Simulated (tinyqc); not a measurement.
Mobility of a non-polar semiconductor in the relaxation-time approximation: one step, computed by the program tinyqc. Command: `OMP_NUM_THREADS=1 python tinyqc.py 3006035 3006036 out.jsonl rta walk`. One thread of a shared host (Intel(R) Xeon(R) Processor @ 2.30GHz), about 0.01 s of CPU time with the checks.

Each valley is treated as a sphere of mass m_d for states and rates, with one isotropic relaxation time; the conductivity mass m_c sets the current.

Question. Rates at a few energies. Parabolic band: E = hbar^2 k^2/(2 m), speed v = hbar k/m, states per spin, volume and energy g(E) = m k/(2 pi^2 hbar^2). Here m = m_d. Masses are multiplied by m_0 and all formulas are in SI units. Phonon occupation N_q = 1/(exp(hbar w/(k_B T)) - 1). Acoustic deformation potential (elastic, equipartition, absorption and emission together): 1/tau = 2 pi k_B T D_A^2 g(E)/(hbar rho v_l^2). Optical or intervalley deformation potential: 1/tau = (pi Z_f D_o^2/(rho w)) [N_q g(E + hbar w) + (N_q + 1) g(E - hbar w)], with g = 0 below the band edge. Each optical term is multiplied by (1 - f(E'))/(1 - f(E)), E' the final energy, for Pauli blocking. Singly charged impurities, momentum relaxation: 1/tau = N_I e^4 m (1 + 2 alpha E) Phi/(8 pi (eps_s eps_0)^2 hbar^3 k^3), with alpha = 0 for a parabolic band. Brooks-Herring: Phi = ln(1 + b) - b/(1 + b), b = 4 k^2 L_s^2.

Inputs (values chosen for the exercise, modelled on holes in silicon):
```
quantity,value,unit
static permittivity eps_s,11.7,-
density rho,2329,kg/m^3
sound velocity v_l,9210,m/s
acoustic deformation potential D_A,5.1,eV
phonon energy hbar w,62.3,meV
optical or intervalley deformation potential D_o,9.6,1e8 eV/cm
final valleys Z_f,1,-
temperature T,500,K
```

Band: parabolic. Impurity formula: Brooks-Herring. Further scattering: none.

reduced Fermi level eta = -0.9208866

density-of-states mass m_d = 0.514 m_0

ionised impurity density N_I = 7.00e+18 1/cm^3

screening length L_s = 2.114262 nm

Constants: k_B = 8.617333262e-05 eV/K; k_B = 1.380649e-23 J/K; e = 1.602176634e-19 C; hbar = 1.054571817e-34 J s; m_0 = 9.1093837015e-31 kg; hbar = 6.582119569e-16 eV s; eps_0 = 8.8541878128e-12 F/m.

Give: Rates (1e12/s) at E = (max(eta, 0) + 0.5, 1, 2, 4) k_B T.

Answer.

Rates (1e12/s) at E = (max(eta, 0) + 0.5, 1, 2, 4) k_B T:
```
E (meV),acoustic,optical,ionised impurity
21.54,1.5984,2.768,42.937
43.09,2.2604,2.928,23.429
86.17,3.1967,7.842,11.586
172.35,4.5209,15.162,5.343
```
